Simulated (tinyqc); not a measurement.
From results back to parameters: four-band model of biased bilayer graphene near K.

Problem. With g1 the hopping between the dimer sites, v0 the velocity of one layer (hbar v) and no skew hoppings, the direct gap at K is U and the smallest gap is U g1/sqrt(U^2 + g1^2), on a ring of radius (U/2 v0) sqrt((2 g1^2 + U^2)/(g1^2 + U^2)). The values below come from hidden g1 and v0.

Values chosen for the exercise (out of a larger set: near those used for Bernal bilayer graphene; not measured data): U = 0.24 eV (potential difference of the layers).

smallest gap = 0.2027646 eV
radius = 0.0255149 1/angstrom

Find: g1; v0.

Solution. 1/gap^2 = 1/U^2 + 1/g1^2 gives g1; the radius then gives v0.

g1 = 0.379 eV
v0 = 6.157 eV angstrom

Program tinyqc; command `OMP_NUM_THREADS=1 python tinyqc.py 1482326 1482327 out.jsonl`; about 0.06 s on one thread of a shared Intel(R) Xeon(R) Processor @ 2.30GHz.
